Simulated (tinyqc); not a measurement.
Landau levels of bilayer graphene: one step. The lowest levels.

Four-band model without bias: with w = sqrt(2) hv/l, E_N^2 = [g1^2 + (2N - 1) w^2 - sqrt(g1^4 + 2 (2N - 1) g1^2 w^2 + w^4)]/2 for N >= 2, and E = 0 for N = 0, 1. The two-band limit is hbar wc sqrt(N (N - 1)) with hbar wc = w^2/g1. Each level is fourfold; of the eight zero-energy states half belong to the electrons.

In a field B along z: l = 1/sqrt((e/hbar) B) is the magnetic length, n_B = B/(h/e) the number of states per area in one level, hbar wc = 2 muB B/m for mass m in m0; 1/angstrom^2 = 1e16/cm^2.

Constants: e/hbar = 1.519267448e-05 1/(T angstrom^2); h/e = 413566.7697 T angstrom^2; muB = 5.788381798e-05 eV/T.

Inputs chosen for the exercise (out of a larger set: near those of bilayer graphene; not measured data): hv = 6.38 eV angstrom (hbar v); g1 = 0.377 eV (interlayer hopping); B = 6.3 T (magnetic field).

Task: List the eight lowest, in meV, with the gap to the next.

Give: a table of label, E (meV), gap above (meV).

Result:

Levels:

| label | E (meV) | gap above (meV) |
|---|---|---|
| 0,1 | 0.000 | 27.147 |
| 2 | 27.147 | 17.958 |
| 3 | 45.105 | 16.352 |
| 4 | 61.458 | 15.249 |
| 5 | 76.707 | 14.378 |
| 6 | 91.085 | 13.653 |
| 7 | 104.737 | 13.033 |
| 8 | 117.770 | 12.493 |

The largest of these gaps, 27.15 meV, first occurs above level 0,1 and is kB T at 315 K.

Run: tinyqc, `OMP_NUM_THREADS=1 python tinyqc.py 1281666 1281667 out.jsonl`; Intel(R) Xeon(R) Processor @ 2.30GHz, one thread, shared host; about 0.02 s of CPU time with all checks.
